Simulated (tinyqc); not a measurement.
Empirical pseudopotential in a few plane waves, step by step. One step of it, computed by the program tinyqc.

Problem. Bloch Hamiltonian at k. Basis: the 15 shortest G (labels in 2 pi/a), the same at every k. H(G,G') = c |k + G|^2 delta + VS(|G-G'|^2) cos((G-G').tau) + i VA sin((G-G').tau), tau = a/8 (1,1,1); 1 Ry = 13.605693 eV.

Parameters chosen for this model: fcc lattice, atoms at +/- a/8 (1,1,1); form factors in rydberg at |G|^2 in units of (2 pi/a)^2:
```
parameter                 value      unit
a                      5.770000  angstrom
VS(3)                 -0.216000        Ry
VS(8)                  0.055000        Ry
VS(11)                 0.077000        Ry
VA(3)                         0        Ry
VA(4)                         0        Ry
VA(11)                        0        Ry
hbar^2/2m (2 pi/a)^2   4.517842        eV
```

k point k (2 pi / a): -0.550000  -0.420000  -0.050000

Give: H(k) at k.

Solution.

H(k) at k (eV):
```
         +0+0+0   -1-1-1   -1-1+1   -1+1-1   -1+1+1   +1-1-1   +1-1+1   +1+1-1
+0+0+0   2.1749   2.0781  -2.0781  -2.0781  -2.0781  -2.0781  -2.0781  -2.0781
-1-1-1   2.0781  24.9448   0.0000   0.0000  -0.7483   0.0000  -0.7483  -0.7483
-1-1+1  -2.0781   0.0000  24.0412   0.7483   0.0000   0.7483   0.0000   0.0000
-1+1-1  -2.0781   0.0000   0.7483  17.3548   0.0000   0.7483   0.0000   0.0000
-1+1+1  -2.0781  -0.7483   0.0000   0.0000  16.4513   0.0000   0.7483   0.7483
+1-1-1  -2.0781   0.0000   0.7483   0.7483   0.0000  15.0056   0.0000   0.0000
+1-1+1  -2.0781  -0.7483   0.0000   0.0000   0.7483   0.0000  14.1020   0.7483
+1+1-1  -2.0781  -0.7483   0.0000   0.0000   0.7483   0.0000   0.7483   7.4156
+1+1+1   2.0781   0.0000  -0.7483  -0.7483   0.0000  -0.7483   0.0000   0.0000
-2+0+0   0.0000  -2.0781  -2.0781  -2.0781   2.0781   0.7408  -0.7408  -0.7408
+0-2+0   0.0000  -2.0781  -2.0781   0.7408  -0.7408  -2.0781   2.0781  -0.7408
+0+0-2   0.0000  -2.0781   0.7408  -2.0781  -0.7408  -2.0781  -0.7408   2.0781
+0+0+2   0.0000  -0.7408   2.0781  -0.7408  -2.0781  -0.7408  -2.0781   0.7408
+0+2+0   0.0000  -0.7408  -0.7408   2.0781  -2.0781  -0.7408   0.7408  -2.0781
+2+0+0   0.0000  -0.7408  -0.7408  -0.7408   0.7408   2.0781  -2.0781  -2.0781

         +1+1+1   -2+0+0   +0-2+0   +0+0-2   +0+0+2   +0+2+0   +2+0+0
+0+0+0   2.0781   0.0000   0.0000   0.0000   0.0000   0.0000   0.0000
-1-1-1   0.0000  -2.0781  -2.0781  -2.0781  -0.7408  -0.7408  -0.7408
-1-1+1  -0.7483  -2.0781  -2.0781   0.7408   2.0781  -0.7408  -0.7408
-1+1-1  -0.7483  -2.0781   0.7408  -2.0781  -0.7408   2.0781  -0.7408
-1+1+1   0.0000   2.0781  -0.7408  -0.7408  -2.0781  -2.0781   0.7408
+1-1-1  -0.7483   0.7408  -2.0781  -2.0781  -0.7408  -0.7408   2.0781
+1-1+1   0.0000  -0.7408   2.0781  -0.7408  -2.0781   0.7408  -2.0781
+1+1-1   0.0000  -0.7408  -0.7408   2.0781   0.7408  -2.0781  -2.0781
+1+1+1   6.5120  -0.7408  -0.7408  -0.7408  -2.0781  -2.0781  -2.0781
-2+0+0  -0.7408  30.1855   0.7483   0.7483  -0.7483  -0.7483   0.0000
+0-2+0  -0.7408   0.7483  27.8362   0.7483  -0.7483   0.0000  -0.7483
+0+0-2  -0.7408   0.7483   0.7483  21.1498   0.0000  -0.7483  -0.7483
+0+0+2  -2.0781  -0.7483  -0.7483   0.0000  19.3427   0.7483   0.7483
+0+2+0  -2.0781  -0.7483   0.0000  -0.7483   0.7483  12.6563   0.7483
+2+0+0  -2.0781   0.0000  -0.7483  -0.7483   0.7483   0.7483  10.3070
```
